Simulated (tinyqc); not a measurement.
The choice of windows: band offset from the macroscopic average of a supercell potential.

A model of the planar-averaged electrostatic energy of an electron in a periodic cell of N1 periods of A (L1 = N1 n1 h) and N2 periods of B (L2 = N2 n2 h), on z_j = j h: V(z) = f VA + (1 - f) VB + F t(z), VA = V1[0] + V1[1] cos(2 pi z/(n1 h)) + V1[2] cos(4 pi z/(n1 h)), VB the same with V2, n2 and z - L1. f = [tanh(z/w) - tanh((z - L1)/w) + tanh((z - L1 - L2)/w)]/2 + 1/2; t(z) = z - L1/2 in A and (L1/L2)(L1 + L2/2 - z) beyond, so that the cell is periodic.

Running mean over n points, periodic: for odd n the plain mean of the n points centred on j; for even n the n + 1 points with half weight at both ends. The macroscopic average applies the mean over n1 points and then over n2 points.

Inputs chosen for the exercise (gaps near those of Si and SiO2; shifted at random, so the results belong to these values and not to a real crystal): h = 0.3 angstrom (grid step); n1 = 6 (grid points per period of A); n2 = 5 (grid points per period of B); N1 = 5 (periods of A); N2 = 5 (periods of B); V1 = (-10.94, 1.87, 0.98) eV (mean and two harmonics of the potential in A); V2 = (-6.01, 1.03, -0.73) eV (the same in B); w = 0.45 angstrom (width of the interfaces); F = 0 eV/angstrom (slope in A from opposite charges on the two interfaces).

dV read at j = 15 and 42 after means over the numbers of points listed; ripple is the spread over the five points around each.

Results:

| windows | dV (eV) | ripple in A (meV) | ripple in B (meV) |
|---|---|---|---|
| none | 4.761 | 1870 | 1968 |
| 6 only | 5.031 | 0 | 277 |
| 5 only | 5.500 | 855 | 0 |
| 7 only | 4.696 | 611 | 475 |
| 7, 6 | 4.903 | 0 | 55 |
| 6, 5 | 4.930 | 0 | 0 |

Which rows can be used, and how does a wrong window show?

The last row matches both periods and lies 0 meV from the value of a thick cell, V2[0] - V1[0] = 4.930 eV. Against it the raw potential errs by -0.17 eV. No other row is within 20 meV of it. A window one point too long leaves a ripple of 611 meV in A, against 0 meV in the last row: the ripple is the sign to look for. Rows to use, with under 30 meV of ripple in both regions once the tilt is taken off: 6, 5. A row with a large ripple can hit the right value only by chance.

Run: tinyqc, `OMP_NUM_THREADS=1 python tinyqc.py 1851278 1851279 out.jsonl`; Intel(R) Xeon(R) Processor @ 2.30GHz, one thread, shared host; about 0.01 s of CPU time with all checks.
